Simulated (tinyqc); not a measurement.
# Deep-level transient spectroscopy (DLTS) of one majority-carrier trap, step by step

A worked calculation. Computed by tinyqc, a small Python program that keeps every step. Command: `OMP_NUM_THREADS=1 python tinyqc.py 3001008 3001009 out.jsonl dlts walk`. One thread of a shared host (Intel(R) Xeon(R) Processor @ 2.30GHz), about 0.06 s of CPU time with the checks. Intermediate numbers are printed to about 6 digits and carried at full precision; extremes and crossings named in words are read from the listed rows.

A filling pulse loads the traps in a one-sided junction; under reverse bias they empty at the rate e, and the capacitance relaxes as C(t) = C_0 - dC exp(-e t). The signal is S = [C(t_2) - C(t_1)]/dC.

Inputs (values chosen for the exercise, with mass and screening modelled on GaSb): density-of-states mass m = 0.0397 m_0; valleys M = 1; trap depth E_t = 0.269 eV; cross-section sigma_0 = 5.5e-14 cm^2; degeneracy ratio g = 1; gate time t_1 = 0.01 s; ratio t_2/t_1 = 2; temperature T = 162 K; doping N = 3e+14 cm^-3; trap density N_t = 3.7e+13 cm^-3; dielectric constant eps = 15.2; built-in voltage V_b = 0.58 V; reverse bias V_r = 9 V; diode area = 0.0012 cm^2; mean field F = 13000 V/cm.

Carriers: electrons. Extra term: Poole-Frenkel lowering.

Constants: k_B = 8.617333262e-05 eV/K; k_B = 1.380649e-23 J/K; m_0 = 9.1093837015e-31 kg; h = 6.62607015e-34 J s; e = 1.602176634e-19 C; eps_0 = 8.8541878128e-12 F/m.

## Emission rate at T

e = g sigma v N_b exp(-E/k_B T), v = sqrt(3 k_B T/m), N_b = 2 M (2 pi m k_B T/h^2)^(3/2), sigma = sigma_0, E = E_t - dE with the one-dimensional Poole-Frenkel lowering dE = sqrt(e^3 F/(pi eps eps_0)), F being held as an input apart from the bias (the centre is charged when empty).

thermal velocity v = 4.30745e+07 cm/s

N_b = 7.87677e+16 cm^-3

sigma = 5.50e-14 cm^2

E = 0.246805 eV

emission rate e = 3916.45 1/s

## Rate window and signal

S(e) = exp(-e t_1) - exp(-e t_2) peaks at the rate window e_0 = ln(t_2/t_1)/(t_2 - t_1).

rate window e_0 = 69.3147 1/s

peak height S_max = 0.25

signal at T = 9.79684e-18

At this T the trap empties faster than the window, by a factor 56.5: the point lies on the high-temperature side of the peak.

## Peak temperature and width

T_p solves e(T) = e_0 (bisection between 15 and 1500 K); the half-height points solve S = S_max/2 on either side.

peak temperature T_p = 134.226 K

lower half-height point = 126.220 K

upper half-height point = 140.345 K

full width = 14.1249 K

The width is 10.5 % of T_p, and E_t is 23.3 k_B T_p.

## Peaks for six windows

t_1 is scaled by 0.1, 0.3, 1, 3, 10 and 30 at fixed t_2/t_1; each T_p by bisection.

Arrhenius data:
```
t_1 (s)  e_0 (1/s)  T_p (K)  1/(k_B T_p) (1/eV)  ln(e_0/T_p^2)
0.001      693.147  148.846             77.9631       -3.46459
0.003      231.049  141.510             82.0048       -4.46211
0.010       69.315  134.226             86.4548       -5.56040
0.030       23.105  128.180             90.5327       -6.56683
0.100        6.931  122.128             95.0190       -7.67407
0.300        2.310  117.067             99.1273       -8.68803
```

## Arrhenius fit

Least squares of ln(e_0/T_p^2) on 1/(k_B T_p): slope -E_a, intercept ln(gamma sigma_a) with gamma = v N_b/T^2 = sqrt(3 k_B/m) 2 M (2 pi m k_B/h^2)^(3/2). For comparison, the slope of ln e_0 alone.

apparent depth E_a = 0.246805 eV

intercept = 15.7771

gamma = 1.29282e+20 cm^-2 s^-1 K^-2

apparent cross-section = 5.50000e-14 cm^2

slope without T^2 = 0.269480 eV

The apparent depth is 0.2468 eV against E_t = 0.269 eV, and the apparent cross-section is 1.00 times sigma_0: the field lowers the slope, so the depth must be extrapolated to zero field against sqrt(F). Leaving out the T^2 factor overstates the slope by 23 meV, about 2 k_B T_p.

## Signal size and trap density

W = sqrt(2 eps eps_0 (V_b + V_r)/(e N)), C_0 = eps eps_0 area/W. The pulse goes to zero bias, W_0 = W(V_r = 0). Traps within lambda = sqrt(2 eps eps_0 (E_t - E_F)/(e^2 N)) of the depletion edge stay filled, with E_F = k_B T_p ln(N_b/N) from the band, N_b = 2 M (2 pi m k_B T_p/h^2)^(3/2) (dopants taken as fully ionised). dC = C_0 (N_t/2N) f, f = [(W - lambda)^2 - max(W_0 - lambda, 0)^2]/W^2. The simple estimate is 2 N dC/C_0.

depletion width W = 7.32450 micrometre

C_0 = 2.20493 pF

lambda = 1.07882 micrometre

f = 0.717360

transient amplitude dC = 97.5401 fF

simple estimate of N_t = 2.65423e+13 cm^-3

The simple estimate finds 72 % of the traps. Caution: N_t is not very small against the doping, so the transient is not exactly a single exponential.

Checks made by the program: the maximum of S(T) on a fine grid against T_p (relative difference below 1e-10).
